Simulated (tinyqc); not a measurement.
Film, cylinder and sphere at the same misfit: thermal stress, cracking, delamination and buckling of a thin film; Griffith cracks and misfitting inclusions. Computed by tinyqc, a small Python program. Command: `OMP_NUM_THREADS=1 python tinyqc.py 3004736 3004737 out.jsonl filmcrack walk`. One thread of a shared host (Intel(R) Xeon(R) Processor @ 2.30GHz), about 0.01 s of CPU time with the checks.

Isotropic linear elasticity; the substrate is much thicker than the film; stress is positive in tension.

Inputs (values chosen for the exercise, modelled on a silicon dioxide film on silicon):
```
quantity                       value        unit
film Young's modulus E          71.2         GPa
film Poisson ratio nu           0.16           -
film expansion alpha_f         0.574      1e-6/K
substrate expansion alpha_s      3.2      1e-6/K
deposition temperature T_d       600           K
final temperature T              300           K
intrinsic stress                 -30         MPa
film thickness h                 3.2  micrometre
substrate Young's modulus E_s    164         GPa
substrate Poisson ratio nu_s    0.22           -
```

Method. Thermal strain = (alpha_f - alpha_s)(T_d - T); stress = E/(1 - nu) x strain + intrinsic stress; plane-strain modulus Ebar = E/(1 - nu^2); G0 = stress^2 h/(2 Ebar) is the energy freed per area when a long strip loses its stress across its width. Thermal misfit e alone, mean stress = trace/3 and largest difference of principal stresses inside. Film: E e/(1 - nu) in two directions, 0 in the third. Cylinder: s0 = (1 + nu) e/[(1 + nu)(1 - 2 nu)/E + (1 + nu_s)/E_s] twice and s_zz = E e + 2 nu s0. Sphere: e/[(1 - 2 nu)/E + (1 + nu_s)/(2 E_s)] three times.

thermal strain = -7.87800e-04

Stresses inside (MPa):
```
shape          s1       s2       s3     mean  largest difference
film      -66.775  -66.775    0.000  -44.517              66.775
cylinder  -49.350  -49.350  -71.883  -56.861              22.533
sphere    -59.367  -59.367  -59.367  -59.367               0.000
```

The mean stress in size is 45 MPa in the film, 57 in the cylinder and 59 in the sphere, while the largest difference, twice the largest shear stress, goes from 67 through 23 to 0. In a ductile solid shear can relax by slip and hydrostatic stress cannot.

Extremes, crossings and ranges named in words are read from the listed rows.
